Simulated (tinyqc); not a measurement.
From results back to parameters: band gaps under pressure and temperature from deformation potentials. Three cases, with inputs chosen for the exercise.

Problem. A gap moves by a ln(V/V0) with V/V0 = (1 + Bp P/B0)^(-1/Bp). B0 and the shifts at two pressures are given.

Find: ratio of the shifts; Bp; a.

Method. The ratio of the shifts, ln(1 + Bp P2/B0)/ln(1 + Bp P1/B0), falls steadily from P2/P1 as Bp grows and so fixes Bp; then a = -shift x Bp/ln(1 + Bp P/B0).

Case 1.

Values chosen (out of a larger set: near those of GaSb, the X and L potentials typical of such crystals; not measured data): P12 = (3, 4) GPa (two pressures).

B0 = 55.7000 GPa

shifts at the two pressures (eV): 0.4015419  0.5167520

Solution.

ratio of the shifts = 1.2869
Bp = 4.95
a = -8.41 eV

Case 2.

Values chosen (out of a larger set: near those of AlAs, the X and L potentials typical of such crystals; not measured data): P12 = (8, 10) GPa (two pressures).

B0 = 77.8667 GPa

shifts at the two pressures (eV): 0.6823455  0.8173833

Solution.

ratio of the shifts = 1.1979
Bp = 4.80
a = -8.17 eV

Case 3.

Values chosen (out of a larger set: near those of GaAs, the X and L potentials typical of such crystals; not measured data): P12 = (3, 6) GPa (two pressures).

B0 = 78.0000 GPa

shifts at the two pressures (eV): 0.2942614  0.5530048

Solution.

ratio of the shifts = 1.8793
Bp = 3.82
a = -8.20 eV

Computed by tinyqc, one run a case: `OMP_NUM_THREADS=1 python tinyqc.py N N+1 out.jsonl` with N = 1050070, 1050167, 1050226; one thread of a shared Intel(R) Xeon(R) Processor @ 2.30GHz, about 0.01 s a run at most.
